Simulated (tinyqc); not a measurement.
Dielectric confinement in a thin film (image charges): sweeps and comparisons. A value that a table varies takes the place of the one given here.

A film |z| < t/2 of dielectric constant eps between half-spaces of dielectric constant e2; lam = (eps - e2)/(eps + e2), q = e^2/(4 pi eps0). The self-energy of a band edge is taken with the high-frequency value, e2 = eh, and the field of a fixed ion with the static one, e2 = eo. A charge at z has images lam^|n| at n t + (-1)^n z. Its self-energy is S(z) = (q/2 eps) sum over n >= 1 of lam^n [1/(n t - 2z) + 1/(n t + 2z)] for odd n and 2 lam^n/(n t) for even n; at the centre S(0) = -(q/(eps t)) ln(1 - lam).

Donor at the centre, lam from the static eo, trial function cos(pi z/t) exp(-rho/l): E(l) = c/(m l^2) - (q/eps) times the integral over k of F(k t) (1 + (k l/2)^2)^(-3/2), with F(x) = F0 + 2 lam exp(-x) G/(1 - lam exp(-x)), F0 = 2[(1 - exp(-x/2))/x + x (1 + exp(-x/2))/(x^2 + 4 pi^2)], G = 2 sinh(x/2)[1/x - x/(x^2 + 4 pi^2)]; c = hbar^2/2m0. The binding energy is -E at the minimum, counted from the subband edge with its self-energy.

Constants: e^2/(4 pi eps0) = 14.39964547 eV angstrom; hbar^2/2m0 = 3.80998211 eV angstrom^2; Ry = 13.60569312 eV.

Values chosen for the exercise (near those of a Si (100) film, two-fold valleys, between layers of a low-k oxide; not measured data): eps = 11.7 (dielectric constant of the film); eh = 2 (high-frequency dielectric constant outside); eo = 2.5 (static dielectric constant outside); m = 0.188 m0 (mass in the plane); mz = 0.92 m0 (mass across the film); ts = (10, 15, 22, 32, 48, 70, 100) angstrom (thicknesses); t = 32 angstrom (film thickness).

## Thinning the film

<S> is the mean over (2/t) cos^2(pi z/t); confinement c (pi/t)^2/mz; donor binding with and without images.

Results:

| t (angstrom) | <S> (meV) | confinement (meV) | binding, no images (meV) | binding (meV) | l (angstrom) |
|---|---|---|---|---|---|
| 10 | 170.8 | 408.7 | 58.5 | 234.8 | 14.6 |
| 15 | 113.9 | 181.7 | 53.8 | 183.5 | 17.0 |
| 22 | 77.7 | 84.4 | 48.8 | 144.2 | 19.7 |
| 32 | 53.4 | 39.9 | 43.6 | 113.2 | 22.8 |
| 48 | 35.6 | 17.7 | 37.7 | 86.5 | 26.7 |
| 70 | 24.4 | 8.3 | 32.4 | 67.0 | 30.9 |
| 100 | 17.1 | 4.1 | 27.6 | 52.4 | 35.7 |

What does this show, and why?

Between 100 and 10 angstrom the binding goes from 52.4 to 234.8 meV; quantum confinement alone would take it from 27.6 to 58.5, so the images supply +24.8 and +176.3 meV. |<S>| goes as 1/t and exceeds the confinement energy beyond 24 angstrom. For t well above a* = 33 angstrom the separable trial function underbinds, which affects the last rows. Hard-wall energies above 300 meV (up to t = 10 angstrom) overstate the confinement: walls are finite and valleys non-parabolic.

## Choice of the surrounding dielectric

The same film between different dielectrics; in this table one value e2 serves for both eo and eh.

Results:

| case | lam | <S> (meV) | binding (meV) | l (angstrom) |
|---|---|---|---|---|
| e2 = 1 | 0.843 | 78.3 | 171.4 | 21.9 |
| e2 = 2.5 | 0.648 | 45.7 | 113.2 | 22.8 |
| e2 = 3.9 | 0.500 | 30.9 | 88.8 | 23.5 |
| e2 = 7.5 | 0.219 | 11.3 | 59.1 | 25.0 |
| e2 = 16 | -0.155 | -6.9 | 34.9 | 27.3 |
| e2 = 25 | -0.362 | -15.0 | 25.4 | 28.9 |
| e2 = 80 | -0.745 | -27.8 | 12.2 | 32.9 |

How do the results move?

The binding spans a factor 14.1, from 171 meV in vacuum to 12.2 meV for e2 = 80; going from 3.9 to 25 changes it by -63.4 meV and the band edge by -45.8 meV, so the binding responds 1.38 times as much as the edge (for an orbit much smaller than t the binding would change by twice the change of S(0), -77.1 meV; here l/t = 0.73 for e2 = 3.9).

## What each parameter does

<S> is the mean over (2/t) cos^2(pi z/t). Each row changes one parameter from the base and keeps the others.

Results:

| case | lam from eh | <S> (meV) | binding (meV) | l (angstrom) |
|---|---|---|---|---|
| base | 0.708 | 53.4 | 113.2 | 22.8 |
| t = 26 angstrom | 0.708 | 65.7 | 129.6 | 21.0 |
| eps = 10.5 | 0.680 | 55.3 | 123.9 | 21.5 |
| eo = 3.5 | 0.708 | 53.4 | 94.4 | 23.3 |
| eh = 2.6 | 0.636 | 44.3 | 113.2 | 22.8 |
| m = 0.226 m0 | 0.708 | 53.4 | 120.5 | 20.4 |

What can be read from the table?

The largest shifts from the base row, up to three for each result and ties (the steps differ in size, so this ranks the rows, not the parameters). lam from eh: eh -0.072, eps -0.028; unchanged at the printed digits by t, eo and m. <S> (meV): t +12.3, eh -9.1, eps +1.9; unchanged at the printed digits by eo and m. binding (meV): eo -18.7, t +16.4, eps +10.7; unchanged at the printed digits by eh. l (angstrom): m -2.4, t -1.8, eps -1.3; unchanged at the printed digits by eh.

(tinyqc, `OMP_NUM_THREADS=1 python tinyqc.py 1252129 1252130 out.jsonl`, Intel(R) Xeon(R) Processor @ 2.30GHz, 1 thread, shared host, about 0.06 s.)
